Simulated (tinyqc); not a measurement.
## Undoped symmetric double-gate MOSFET, analytic potential model: effect of the insulator thickness

An undoped body of thickness ts between two equal insulators and tied gates; long channel, electrons only, n = ni exp((psi - V)/Vt) with V the quasi-Fermi potential (0 at the source, Vd at the drain), constant mobility, no quantisation. Across the body psi(x) = V - 2 Vt ln[(ts/(2 beta)) sqrt(q ni/(2 eps0 eps_r Vt)) cos(2 beta x/ts)], x from the centre. Q is the electron charge per area of the whole body.

ni = sqrt(Nc Nv) exp(-Eg/(2 Vt)), Eg in volts; r = eps_r tox/(eox ts); V0 = dphi + 2 Vt ln[(2/ts) sqrt(2 eps0 eps_r Vt/(q ni))]. beta (between 0 and pi/2) solves (Vg - V0 - V)/(2 Vt) = ln(beta) - ln(cos beta) + 2 r beta tan(beta). Q = 8 eps0 eps_r Vt beta tan(beta)/ts; I = mu (1/L)(4 eps0 eps_r/ts)(2 Vt)^2 [g(beta_s) - g(beta_d)] per width, g = beta tan(beta) - beta^2/2 + r beta^2 tan^2(beta), with beta_s at V = 0 and beta_d at V = Vd.  I(low) is taken at Vg = 0.25 V, Qs and I(high) at Vg = 1 V.

Inputs (values chosen for the exercise); material values close to those of silicon:
- T = 300 K (temperature)
- Eg = 1.14 eV (band gap)
- eps_r = 11.6 (relative permittivity of the semiconductor)
- Nc = 2.84e19 cm^-3 (conduction-band density of states at T)
- Nv = 2.6e19 cm^-3 (valence-band density of states at T)
- eox = 21.9 (relative permittivity of the gate insulator)
- ts = 20 nm (body thickness)
- dphi = 0.04 V (gate work function less that of the intrinsic body)
- mu = 140 cm^2/(V s) (channel mobility)
- L = 0.5 um (gate length)
- Vd = 0.8 V (drain voltage)

Constants: q = 1.602176634e-19 C, kB = 1.380649e-23 J/K, Vt = kB T/q, eps0 = 8.8541878128e-14 F/cm where lengths are in cm. Results are converted to the units shown.

The same in every row: V0 (V) = 0.49608.

Result of one run:
```
tox (nm),I(low) (nA/um),Qs(high) (nC/cm^2),I(high) (uA/um)
4.3,0.056466,2988.0,180.08
```

What becomes of these results when the insulator thickness tox is changed from 4.3 to 6.2 nm, all else the same?

Result of the changed run:
```
tox (nm),I(low) (nA/um),Qs(high) (nC/cm^2),I(high) (uA/um)
6.2,0.056466,2174.7,135.61
```

The whole series:
```
tox (nm),I(low) (nA/um),Qs(high) (nC/cm^2),I(high) (uA/um)
4.3,0.056466,2988.0,180.08
6.2,0.056466,2174.7,135.61
9,0.056465,1570.2,101.17
13,0.056464,1136.3,75.459
19,0.056463,812.15,55.512
27,0.056461,593.90,41.605
39,0.056458,427.11,30.635
```

As tox goes from 4.3 to 39 nm, I(low) stays near 0.0565 nA/um and I(high) falls from 180 to 30.6 uA/um. On average I(low) is independent of tox and I(high) goes as tox^(-0.80). Below threshold no voltage drops over the insulator in this long-channel model, so its thickness does not matter there. For tox = 4.3 to 27 nm the surface density at the source at the higher gate voltage passes 0.3 Nc, where Boltzmann statistics fail.

Numbers from tinyqc (`OMP_NUM_THREADS=1 python tinyqc.py 2440120 2440121 out.jsonl`; about 0.03 s on one thread of a shared Intel Xeon 2.30GHz).
